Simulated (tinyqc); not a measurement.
Energy and delay of logic against supply voltage: one step of the calculation.

One expression serves below and above threshold: I(Vg) = Ik [ln(1 + exp((Vg - VT + dd V)/(al nf Vt)))]^al, with I_on = I(V) and I_off = I(0). Gate delay td = kd C V/I_on, clock period LD td. Per gate and cycle the switching energy is act C V^2 and the leakage energy I_off V LD td. No short-circuit current, no variation. Minima are sought above 0.09 V; below a few Vt gates no longer switch and the model has no meaning.

Problem. Currents, delay and energies. I_on, I_off, td, clock frequency 1/(LD td), both energies and their sum.

Values chosen for this exercise; values of the order met in logic technologies:
- T = 300 K (temperature)
- VT = 0.32 V (threshold voltage at zero drain bias)
- nf = 1.35 (slope factor)
- dd = 0.07 (barrier lowering per volt of supply)
- Ik = 1.1 uA (specific current of a gate)
- al = 1.63 (exponent of the current law)
- C = 0.3 fF (load capacitance of a gate)
- kd = 1.1 (delay factor)
- LD = 12 (logic depth)
- act = 0.2 (activity factor)
- V = 1.03 V (supply voltage)

Constants: q = 1.602176634e-19 C, kB = 1.380649e-23 J/K, Vt = kB T/q. Results are converted to the units shown.

Wanted: I_on; I_off; td; clock frequency; switching energy; leakage energy; energy.

Solution.

I_on = 78.84 uA
I_off = 0.8955 nA
td = 4.311 ps
clock frequency = 19.33 GHz
switching energy = 63.65 aJ
leakage energy = 0.04772 aJ
energy = 63.70 aJ

I_on/I_off = 88000; leakage makes up 0.0749 % of the energy.

Range of the model: At a supply of a few Vt gates lose their noise margin, and variation, left out here, decides whether they work.

Program tinyqc, `OMP_NUM_THREADS=1 python tinyqc.py 2082025 2082026 out.jsonl`; Intel Xeon 2.30GHz, shared host, one thread, about 0.01 s.
